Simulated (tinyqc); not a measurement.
Changing the mean free path l: BCS gap equation with a constant attraction inside the Debye window. Computed by tinyqc, a small Python program. Command: `OMP_NUM_THREADS=1 python tinyqc.py 3000321 3000322 out.jsonl bcs sweep`. One thread of a shared host (Intel(R) Xeon(R) Processor @ 2.30GHz), about 0.01 s of CPU time with the checks.

Pairs attract with strength V for |xi| < k_B Theta; N(0) is the density of states for one spin. Energies are given as temperatures (E/k_B, in K) unless marked.

Inputs (values chosen for the exercise, modelled on tin): coupling N(0)V = 0.246; Debye temperature Theta = 195 K; Fermi velocity v_F = 2e+06 m/s; electron density n = 14.7 1e28/m^3.

Solver: secant.

Constants: k_B = 8.617333262e-05 eV/K; hbar = 1.054571817e-34 J s; k_B = 1.380649e-23 J/K; m_0 = 9.1093837015e-31 kg; eps_0 = 8.8541878128e-12 F/m; c = 299792458 m/s; e = 1.602176634e-19 C.

Method. At T = 0 the gap equation 1/(N(0)V) = int_0^Theta d xi/sqrt(xi^2 + Delta^2) has the integral arcsinh(Theta/Delta), so Delta_0 = Theta/sinh(1/(N(0)V)); weak coupling gives 2 Theta exp(-1/(N(0)V)). xi_0 = hbar v_F/(pi Delta_0); lambda_L = sqrt(m_0 eps_0 c^2/(n e^2)); N(0) = 3 n/(2 m_0 v_F^2) for one spin; condensation energy N(0) Delta_0^2/2 = B_c^2/(2 mu_0), mu_0 = 1/(eps_0 c^2); with scattering lambda = lambda_L sqrt(1 + xi_0/l) in the local limit (where xi_0 and l both exceed lambda, nonlocal response makes the true depth larger); Ginzburg-Landau kappa = 0.96 lambda_L/xi_0 + 0.72 lambda_L/l. Free-electron mass throughout; heavier carriers, as in niobium or vanadium, give a larger lambda_L and kappa and can make the metal type II.

One run for each value:
```
mean free path l (nm)  Ginzburg-Landau kappa  depth with scattering (nm)  coherence length xi_0 (nm)
1                                 9.9977e+00                      373.79                      726.28
3                                 3.3448e+00                      216.10                      726.28
8                                 1.2657e+00                      132.79                      726.28
20                                5.1729e-01                       84.67                      726.28
70                                1.6088e-01                       46.75                      726.28
200                               6.8217e-02                       29.83                      726.28
600                               3.4953e-02                       20.61                      726.28
2000                              2.3310e-02                       16.18                      726.28
5000                              2.0316e-02                       14.83                      726.28
```

What does the table show, and why?

Over the rows, Ginzburg-Landau kappa falls from 10.00 to 0.0203 (exponent d ln y / d ln x -1.00 between the first rows and -0.15 between the last); depth with scattering (nm) falls from 374 to 14.8 (exponent d ln y / d ln x -0.50 between the first rows and -0.095 between the last); coherence length xi_0 (nm) does not change. At the low end the exponent of Ginzburg-Landau kappa is -1.00, close to -1: the dirty limit. At the low end the exponent of depth with scattering is -0.50, close to -0.50: the dirty limit. The metal turns from type II to type I between l = 8.0 and 20 nm.
